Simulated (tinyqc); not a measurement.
Worked calculation: exchange-only LDA atom on a uniform radial grid, spin-unpolarised, for Be+. Computed by tinyqc, a small Python program that keeps every step. Settings: Z = 4, points = 256, R = 10.6, functional = Slater exchange alone, mixing = 0.4, iteration cap = 55. Command: `OMP_NUM_THREADS=1 python tinyqc.py 22832 22833 out.jsonl` (the two numbers bound the seeds that draw the settings). One thread of a shared host (Intel(R) Xeon(R) Processor @ 2.60GHz), about 0.7 s of CPU time with the checks. Later iterations appear only in the table of the cycle.

## Iteration 1

Spherical atom on a uniform radial grid r_j = j h with h = R/(N + 1), h sum u^2 = 1 and integrals as h times sums, u(0) = u(R) = 0 (atomic units):
```
parameter            value
Z                        4
points N               256
R                10.600000
h                 0.041245
mixing            0.400000
electrons in 1s          2
electrons in 2s          1
```

Three-point differences turn -u''/2 + [l(l+1)/2r^2 - Z/r + V] u = e u into a tridiagonal matrix (diagonal 1/h^2 + potential, off-diagonal -1/2h^2). D = sum f u^2; the Hartree potential y/r solves y'' = -D/r with y(0) = 0, y(R) = N_e; v_xc comes from rho = D/(4 pi r^2); E = sum f e - int D V + int D (V_H/2 + eps_xc); V(new) = V + mixing (V_H + v_xc - V).

eigenvalues (hartree): 1s -7.946291, 2s -1.996609

Every 16th grid point:
```
r              V in     u(1s)      u(2s)         D       V_H       v_xc
0.659922   0.000000  0.757587  -0.315559  1.247454  3.728846  -0.601543
1.319844   0.000000  0.109446  -0.873205  0.786444  2.155271  -0.324934
1.979767   0.000000  0.011858  -0.633167  0.401181  1.499671  -0.198134
2.639689   0.000000  0.001142  -0.326750  0.106768  1.134672  -0.105204
3.299611   0.000000  0.000103  -0.143021  0.020455  0.909004  -0.052265
3.959533   0.000000  0.000009  -0.056754  0.003221  0.757646  -0.024993
4.619455   0.000000  7.53e-07  -0.021098  0.000445  0.649425  -0.011660
5.279377   0.000000  6.22e-08  -0.007486  0.000056  0.568249  -0.005346
5.939300   0.000000  5.05e-09  -0.002565  0.000007  0.505110  -0.002420
6.599222   0.000000  4.06e-10  -0.000855  7.31e-07  0.454599  -0.001085
7.259144   0.000000  3.22e-11  -0.000279  7.78e-08  0.413272  -0.000482
7.919066   0.000000         0  -0.000089  7.98e-09  0.378833  -0.000213
8.578988   0.000000         0  -0.000028  7.95e-10  0.349692  -0.000094
9.238911   0.000000         0  -0.000009  7.61e-11  0.324714  -0.000041
9.898833   0.000000         0  -2.49e-06         0  0.303066  -0.000017
10.558755  0.000000         0  -1.14e-07         0  0.284124   0.000000
```

total energy = -13.37819468 hartree

## Iteration 2

As before.

eigenvalues (hartree): 1s -6.210994, 2s -1.274561

Every 16th grid point:
```
r              V in     u(1s)      u(2s)         D       V_H       v_xc
0.659922   1.250921  0.798175  -0.196765  1.312884  3.620804  -0.611882
1.319844   0.732135  0.140864  -0.786408  0.658123  2.103495  -0.306202
1.979767   0.520615  0.019342  -0.700915  0.492030  1.483483  -0.212084
2.639689   0.411787  0.002398  -0.445519  0.198499  1.131010  -0.129361
3.299611   0.342695  0.000281  -0.241613  0.058377  0.908312  -0.074135
3.959533   0.293061  0.000032  -0.119504  0.014281  0.757528  -0.041059
4.619455   0.255106  3.52e-06  -0.055673  0.003099  0.649407  -0.022265
5.279377   0.225161  3.83e-07  -0.024870  0.000619  0.568246  -0.011903
5.939300   0.201076  4.12e-08  -0.010769  0.000116  0.505110  -0.006298
6.599222   0.181406  4.38e-09  -0.004552  0.000021  0.454599  -0.003307
7.259144   0.165116  4.63e-10  -0.001888  3.56e-06  0.413272  -0.001726
7.919066   0.151448  4.85e-11  -0.000770  5.93e-07  0.378833  -0.000896
8.578988   0.139839         0  -0.000310  9.58e-08  0.349692  -0.000463
9.238911   0.129869         0  -0.000121  1.47e-08  0.324714  -0.000235
9.898833   0.121220         0  -0.000042  1.78e-09  0.303066  -0.000111
10.558755  0.113650         0  -2.12e-06         0  0.284124  -0.000015
```

total energy = -13.65893834 hartree

## Convergence

Stop when input and output potentials agree to 1e-7.

Course of the cycle (hartree):
```
iteration             E      e(1s)      e(2s)  largest |V(out) - V(in)|
1          -13.37819468  -7.946291  -1.996609                  5.80e+00
2          -13.65893834  -6.210994  -1.274561                  3.12e+00
3          -13.75936559  -5.266106  -0.899610                  1.65e+00
4          -13.79314106  -4.754601  -0.700727                  8.65e-01
5          -13.80403586  -4.479227  -0.593335                  4.51e-01
6          -13.80746344  -4.331685  -0.534579                  2.34e-01
7          -13.80852878  -4.252952  -0.502146                  1.22e-01
8          -13.80885890  -4.211082  -0.484143                  6.36e-02
9          -13.80896150  -4.188890  -0.474117                  3.32e-02
10         -13.80899359  -4.177166  -0.468523                  1.74e-02
11         -13.80900372  -4.170997  -0.465399                  9.15e-03
...                 ...        ...        ...                       ...
23         -13.80900849  -4.164331  -0.461456                  9.11e-06
24         -13.80900849  -4.164331  -0.461454                  5.99e-06
25         -13.80900849  -4.164331  -0.461453                  3.88e-06
26         -13.80900849  -4.164332  -0.461453                  2.48e-06
27         -13.80900849  -4.164332  -0.461453                  1.58e-06
28         -13.80900849  -4.164332  -0.461453                  9.95e-07
29         -13.80900849  -4.164332  -0.461453                  6.24e-07
30         -13.80900849  -4.164332  -0.461453                  3.90e-07
31         -13.80900849  -4.164332  -0.461453                  2.43e-07
32         -13.80900849  -4.164332  -0.461453                  1.50e-07
33         -13.80900849  -4.164333  -0.461453                  9.31e-08
```

Converged in 33 iterations. A uniform grid resolves the cusp poorly: for a bare nucleus this grid gives 1s at -7.94629 against -Z^2/2 = -8 hartree. Before convergence this energy mixes input and output and is not variational, so it may rise towards its limit.
